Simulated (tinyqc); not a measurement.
What each parameter does: cyclotron resonance of ellipsoidal valleys, Ge type.

Valleys along [111], [-111], [1-11], [11-1], mass ml along the axis and mt across it. B lies in the (1-10) plane, b = (sin(theta)/sqrt2, sin(theta)/sqrt2, cos(theta)). For the angle phi between B and the axis, 1/mc^2 = cos^2(phi)/mt^2 + sin^2(phi)/(mt ml). Resonance: h nu = 2 muB B/mc, h = 2 pi hbar.

Constants: hbar = 6.58211957e-16 eV s; muB = 5.788381798e-05 eV/T.

Inputs chosen for the exercise (near those of Ge; the results hold for these values, not for the real material): ml = 1.546 m0 (longitudinal mass); mt = 0.084 m0 (transverse mass); theta = 35 degrees (angle of B from [001] towards [110]); nu = 9.4 GHz (microwave frequency).

Resonance fields B = h nu mc/(2 muB) of the valleys [111], [-111] and [11-1]. Each row changes one parameter from the base and keeps the others.

Results:
```
case                [111] (T)  [-111] (T)  [11-1] (T)
base                   0.0299      0.0547      0.1210
ml = 1.778 m0          0.0299      0.0553      0.1297
mt = 0.092 m0          0.0327      0.0595      0.1266
theta = 31 degrees     0.0307      0.0528      0.1156
nu = 10.34 GHz         0.0328      0.0602      0.1331
```

The largest shifts from the base row, up to three for each result and ties (the steps differ in size, so this ranks the rows, not the parameters). [111] (T): nu +0.0030, mt +0.0028, theta +0.0008; unchanged at the printed digits by ml. [-111] (T): nu +0.0055, mt +0.0048, theta -0.0020. [11-1] (T): nu +0.0121, ml +0.0088, mt +0.0056.

(tinyqc, `OMP_NUM_THREADS=1 python tinyqc.py 1251801 1251802 out.jsonl`, Intel(R) Xeon(R) Processor @ 2.30GHz, 1 thread, shared host, about 0.01 s.)
